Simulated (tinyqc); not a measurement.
Length of a molecular wire: coherent transport through a tight-binding bridge. Computed by the program tinyqc. 

A uniform bridge between two chains:

| parameter | value |
|---|---|
| site energy (eV) | 1.100000 |
| hopping in the bridge (eV) | 0.620000 |
| lead hopping (eV) | 3.000000 |
| couplings (eV) | 0.77, 0.46 |
| E (eV) | 0.060000 |

T = Gamma_L Gamma_R |G_1n|^2 with the self-energies of semi-infinite chains.

Transmission against length:

| sites | T | ln T |
|---|---|---|
| 2 | 3.9066e-02 | -3.2425 |
| 3 | 6.2019e-02 | -2.7803 |
| 4 | 2.7723e-01 | -1.2829 |
| 5 | 3.4540e-01 | -1.0631 |
| 6 | 6.7418e-02 | -2.6968 |
| 7 | 3.9590e-02 | -3.2292 |
| 8 | 4.5861e-02 | -3.0821 |
| 9 | 1.1670e-01 | -2.1481 |
| 10 | 7.9898e-01 | -0.2244 |

E lies inside the band of the bridge (|E - e|/2h = 0.839 < 1): T does not decay but oscillates with length, between 0.039 and 0.799 here, as levels of the bridge pass E.
